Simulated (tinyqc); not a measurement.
Haynes-Shockley experiment: drift, diffusion and decay of a minority-carrier pulse: one step, computed by the program tinyqc.

A thin sheet of excess carriers is made at x = 0, t = 0 in a long uniform bar; injection is low, so the pulse moves with the minority mobility.

Question. The signal at the collector. dn(x, t) = N0/sqrt(4 pi D t) exp(-(x - v t)^2/(4 D t) - t/tau). At fixed x the signal peaks where d ln(dn)/dt = 0: a t^2 + t/2 - x^2/(4 D) = 0 with a = v^2/(4 D) + 1/tau. The full width at half maximum is found by solving dn(x, t) = peak/2 on both sides of the peak.

Inputs (values chosen for the exercise, modelled on holes in n-type germanium in a lightly doped bar):
```
quantity,value,unit
lifetime tau,81,microsecond
temperature T,300,K
distance d to the collector,0.55,cm
injected sheet density N0,2.6e+09,1/cm^2
```

drift velocity v = 10672 cm/s

D = 47.56768 cm^2/s

Give: time of the peak t_p; peak density; width at half maximum.

Answer.

time of the peak t_p = 50.606 microsecond

peak density = 7.9219e+09 1/cm^3

width at half maximum = 15.136 microsecond
